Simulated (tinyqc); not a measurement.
Inside a calculation. Method: plane-wave Kohn-Sham cycle with exchange-only LDA in a layered model solid. Computed by tinyqc, a small Python program that keeps every step. Settings: points = 16, plane-wave index or count = 3, electrons = 2, k points = 4, area = 9.0, mixing = 0.3, iteration cap = 66. Command: `OMP_NUM_THREADS=1 python tinyqc.py 31364 31365 out.jsonl` (the two numbers bound the seeds that draw the settings). One thread of a shared host (Intel(R) Xeon(R) Processor @ 2.60GHz), about 0.03 s of CPU time with the checks. Later iterations appear only in the table of the cycle.

## Iteration 1: potential

A solid whose potential varies along x alone (atomic units):
```
parameter                      value
period a                   11.200000
cross-section of the cell   9.000000
electrons per cell                 2
grid points                       16
plane waves -n..n, n               3
k points                           4
V1 in V1 cos(2 pi x/a)     -0.470000
V2 in V2 cos(4 pi x/a)     -0.030000
```

density at the start, on the grid x_j = j a/N (e/bohr^3): [0.0198413, 0.0198413, 0.0198413, 0.0198413, 0.0198413, 0.0198413, 0.0198413, 0.0198413, 0.0198413, 0.0198413, 0.0198413, 0.0198413, 0.0198413, 0.0198413, 0.0198413, 0.0198413]

V_H(G) = 4 pi rho(G)/G^2 for G != 0 (uniform background); v_x = -(3 rho/pi)^(1/3); V = V_ext + V_H + v_x; Fourier components f(G_m) = (1/N) sum_j f(x_j) exp(-i G_m x_j).

Potentials on the grid (hartree):
```
x            V_ext      V_H       v_x         V
0.00000   -0.50000  0.00000  -0.26659  -0.76659
0.70000   -0.45544  0.00000  -0.26659  -0.72203
1.40000   -0.33234  0.00000  -0.26659  -0.59893
2.10000   -0.15865  0.00000  -0.26659  -0.42524
2.80000    0.03000  0.00000  -0.26659  -0.23659
3.50000    0.20107  0.00000  -0.26659  -0.06552
4.20000    0.33234  0.00000  -0.26659   0.06575
4.90000    0.41301  0.00000  -0.26659   0.14642
5.60000    0.44000  0.00000  -0.26659   0.17341
6.30000    0.41301  0.00000  -0.26659   0.14642
7.00000    0.33234  0.00000  -0.26659   0.06575
7.70000    0.20107  0.00000  -0.26659  -0.06552
8.40000    0.03000  0.00000  -0.26659  -0.23659
9.10000   -0.15865  0.00000  -0.26659  -0.42524
9.80000   -0.33234  0.00000  -0.26659  -0.59893
10.50000  -0.45544  0.00000  -0.26659  -0.72203
```

V(G_m), m = 0, 1, 2, ... (hartree): [-0.26659, -0.23500, -0.01500, 0.00000, 0.00000, 0.00000, 0.00000]

## Iteration 1: Hamiltonian at one k

k = 0.12500 2 pi / a

H(m,m') = (k + G_m)^2/2 delta + V(G_m - G_m'), with V(-G) = V(G).

H (hartree), order -3, -2, -1, +0, +1, +2, +3:
```
[[1.03408, -0.23500, -0.01500, 0.00000, 0.00000, 0.00000, 0.00000],
 [-0.23500, 0.28663, -0.23500, -0.01500, 0.00000, 0.00000, 0.00000],
 [-0.01500, -0.23500, -0.14611, -0.23500, -0.01500, 0.00000, 0.00000],
 [0.00000, -0.01500, -0.23500, -0.26413, -0.23500, -0.01500, 0.00000],
 [0.00000, 0.00000, -0.01500, -0.23500, -0.06743, -0.23500, -0.01500],
 [0.00000, 0.00000, 0.00000, -0.01500, -0.23500, 0.44399, -0.23500],
 [0.00000, 0.00000, 0.00000, 0.00000, -0.01500, -0.23500, 1.27012]]
```

## Iteration 1: levels at that k

Diagonalise the Hermitian matrix.

eigenvalues (hartree): [-0.56730, -0.20296, 0.05520, 0.34534, 0.48900, 1.10401, 1.33385]

## Iteration 1: new density

Motion across x is left out: the lowest 1 band(s) hold two electrons at each of the k points (j + 1/2)/nk - 1/2. Residual R = rho(out) - rho(in); rho(new) = rho(in) + 0.3 R. rho(out) = 2/(a A nk) sum |psi|^2 with psi = sum c exp(i G x). Harris energy E = band energy - dV sum rho (V_H/2 + v_x) + (3/4) dV sum rho v_x with rho(in), dV = a A/N, band energy = (2/nk) sum of the filled levels.

rho(out) (e/bohr^3): [0.0767912, 0.0637056, 0.0364411, 0.0145697, 0.0042854, 0.0010439, 0.0002375, 0.0000459, 0.0000110, 0.0000459, 0.0002375, 0.0010439, 0.0042854, 0.0145697, 0.0364411, 0.0637056]

density after iteration 1 (e/bohr^3): [0.0369263, 0.0330006, 0.0248212, 0.0182598, 0.0151745, 0.0142021, 0.0139601, 0.0139027, 0.0138922, 0.0139027, 0.0139601, 0.0142021, 0.0151745, 0.0182598, 0.0248212, 0.0330006]

energy per cell = -1.0011298 hartree

## Iteration 2: potential

As before.

Potentials on the grid (hartree):
```
x            V_ext       V_H       v_x         V
0.00000   -0.50000   0.44373  -0.32792  -0.38419
0.70000   -0.45544   0.39326  -0.31586  -0.37804
1.40000   -0.33234   0.26400  -0.28725  -0.35559
2.10000   -0.15865   0.10311  -0.25931  -0.31485
2.80000    0.03000  -0.04991  -0.24380  -0.26370
3.50000    0.20107  -0.17526  -0.23847  -0.21266
4.20000    0.33234  -0.26625  -0.23711  -0.17102
4.90000    0.41301  -0.32110  -0.23679  -0.14488
5.60000    0.44000  -0.33942  -0.23673  -0.13614
6.30000    0.41301  -0.32110  -0.23679  -0.14488
7.00000    0.33234  -0.26625  -0.23711  -0.17102
7.70000    0.20107  -0.17526  -0.23847  -0.21266
8.40000    0.03000  -0.04991  -0.24380  -0.26370
9.10000   -0.15865   0.10311  -0.25931  -0.31485
9.80000   -0.33234   0.26400  -0.28725  -0.35559
10.50000  -0.45544   0.39326  -0.31586  -0.37804
```

V(G_m), m = 0, 1, 2, ... (hartree): [-0.26262, -0.06363, 0.00085, 0.00146, 0.00034, 0.00016, 0.00004]

## Iteration 2: Hamiltonian at one k

k = 0.12500 2 pi / a

As before.

H (hartree), order -3, -2, -1, +0, +1, +2, +3:
```
[[1.03806, -0.06363, 0.00085, 0.00146, 0.00034, 0.00016, 0.00004],
 [-0.06363, 0.29060, -0.06363, 0.00085, 0.00146, 0.00034, 0.00016],
 [0.00085, -0.06363, -0.14214, -0.06363, 0.00085, 0.00146, 0.00034],
 [0.00146, 0.00085, -0.06363, -0.26016, -0.06363, 0.00085, 0.00146],
 [0.00034, 0.00146, 0.00085, -0.06363, -0.06346, -0.06363, 0.00085],
 [0.00016, 0.00034, 0.00146, 0.00085, -0.06363, 0.44796, -0.06363],
 [0.00004, 0.00016, 0.00034, 0.00146, 0.00085, -0.06363, 1.27410]]
```

## Iteration 2: levels at that k

As before.

eigenvalues (hartree): [-0.30330, -0.13187, -0.04793, 0.29460, 0.45101, 1.04347, 1.27900]

## Iteration 2: new density

As before.

rho(out) (e/bohr^3): [0.0502007, 0.0461945, 0.0360649, 0.0240589, 0.0139332, 0.0072239, 0.0035550, 0.0018877, 0.0014233, 0.0018877, 0.0035550, 0.0072239, 0.0139332, 0.0240589, 0.0360649, 0.0461945]

density after iteration 2 (e/bohr^3): [0.0409086, 0.0369588, 0.0281943, 0.0199995, 0.0148021, 0.0121086, 0.0108386, 0.0102982, 0.0101515, 0.0102982, 0.0108386, 0.0121086, 0.0148021, 0.0199995, 0.0281943, 0.0369588]

energy per cell = -0.5636470 hartree

## Convergence

Stop when sqrt(dV sum R^2) is below 1e-8, dV = a A/N.

Course of the cycle:
```
iteration  E (hartree)  norm of the residual
1           -1.0011298              2.61e-01
2           -0.5636470              1.01e-01
3           -0.5565377              1.61e-01
4           -0.6397960              1.52e-01
5           -0.5420544              1.21e-01
6           -0.5929806              1.27e-01
7           -0.5552801              1.59e-01
8           -0.6385672              1.52e-01
9           -0.5425461              1.23e-01
10          -0.5957925              1.29e-01
11          -0.5546818              1.57e-01
...                ...                   ...
56          -0.6289068              1.47e-01
57          -0.5452551              1.32e-01
58          -0.6061803              1.35e-01
59          -0.5518409              1.50e-01
60          -0.6285050              1.47e-01
61          -0.5453702              1.32e-01
62          -0.6066031              1.35e-01
63          -0.5517211              1.50e-01
64          -0.6281312              1.47e-01
65          -0.5454810              1.33e-01
66          -0.6070114              1.36e-01
```

Not converged within 66 iterations: the residual wanders without falling. Reruns (cap 100 unless said): mixing 0.1: not converged; mixing 0.5, Kerker q0 1.0: converged in 42 (E = -0.52360); mixing 0.3, Pulay depth 5: converged in 28 (E = -0.52360); the original settings with a cap of 400: not converged.
